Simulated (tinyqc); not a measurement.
Thermal stress, cracking, delamination and buckling of a thin film; Griffith cracks and misfitting inclusions: one step, computed by the program tinyqc.

Isotropic linear elasticity; the substrate is much thicker than the film; stress is positive in tension.

Question. A misfitting inclusion. Film material fills a long cylinder of radius R in the substrate, with the misfit e = thermal strain (it wants to shrink if e > 0). With the axial strain held by the substrate, s0 = (1 + nu) e/[(1 + nu)(1 - 2 nu)/E + (1 + nu_s)/E_s]; inside s_rr = s_tt = s0 and s_zz = E e + 2 nu s0; outside s_rr = s0 (R/r)^2, s_tt = -s_rr. Keep-out radius: where |s_rr| falls to 10 MPa (R if it is lower at the wall).

Inputs (values chosen for the exercise, modelled on a silicon dioxide film on silicon):
```
quantity                       value        unit
film Young's modulus E          67.8         GPa
film Poisson ratio nu           0.16           -
deposition temperature T_d       925           K
final temperature T              300           K
substrate Young's modulus E_s    157         GPa
substrate Poisson ratio nu_s    0.22           -
inclusion radius R               4.5  micrometre
```

Inclusion: long cylinder (a filled via).

thermal strain = -0.001734375

Give: radial stress at the wall s0; mean stress inside; keep-out radius.

Answer.

radial stress at the wall s0 = -103.7 MPa

mean stress inside = -119.4 MPa

keep-out radius = 14.49 micrometre

The stress does not depend on R; its reach scales with R.
